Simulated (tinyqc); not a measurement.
## In-plane mass from two subband densities

Question. At zero temperature each occupied subband holds N_k = D (EF - E_k), D = md m0 q/(pi hbar^2) per eV. Two subbands are occupied. Find md, EF - E1 and EF - E2.

Constants: q = 1.602176634e-19 C, hbar = 1.054571817e-34 J s, m0 = 9.1093837015e-31 kg. Results are converted to the units shown.

N1, N2 (cm^-2): 4.1971515e12  2.8e11
E2 - E1 = 47.6 meV

Solution. N1 - N2 = D (E2 - E1) gives D and so md; each N_k/D is a distance to EF.

md = 0.197 m0
EF - E1 = 51.0 meV
EF - E2 = 3.40 meV

Numbers from tinyqc (`OMP_NUM_THREADS=1 python tinyqc.py 2140069 2140070 out.jsonl`; about 0.5 s on one thread of a shared Intel Xeon 2.30GHz).
